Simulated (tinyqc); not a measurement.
Worked calculation: MP2 on RHF in the 6-31g basis, for H3+, spin multiplicity 1. One step of it, computed by the program tinyqc.

Question. Orthogonalisation. S = U s U^T; symmetric (Loewdin) form X = U s^(-1/2) U^T, so that X^T S X = 1.

overlap S, lower triangle:
```
,1H 1s,1H 2s,2H 1s,2H 2s,3H 1s,3H 2s
1H 1s,1.000000
1H 2s,0.658292,1.000000
2H 1s,0.416604,0.493293,1.000000
2H 2s,0.493293,0.837779,0.658292,1.000000
3H 1s,0.416604,0.493293,0.042588,0.207893,1.000000
3H 2s,0.493293,0.837779,0.207893,0.492628,0.658292,1.000000
```

Give: eigenvalues of S; X.

Answer.

eigenvalues of S: 0.0267  0.2289  0.4088  0.5401  1.2359  3.5597

X, lower triangle:
```
,1H 1s,1H 2s,2H 1s,2H 2s,3H 1s,3H 2s
1H 1s,1.3355
1H 2s,-0.6343,4.0961
2H 1s,-0.1745,-0.0355,1.2948
2H 2s,0.1267,-1.7714,-0.4668,2.2709
3H 1s,-0.1745,-0.0355,0.0661,0.0657,1.2948
3H 2s,0.1267,-1.7714,0.0657,0.5100,-0.4668,2.2709
```
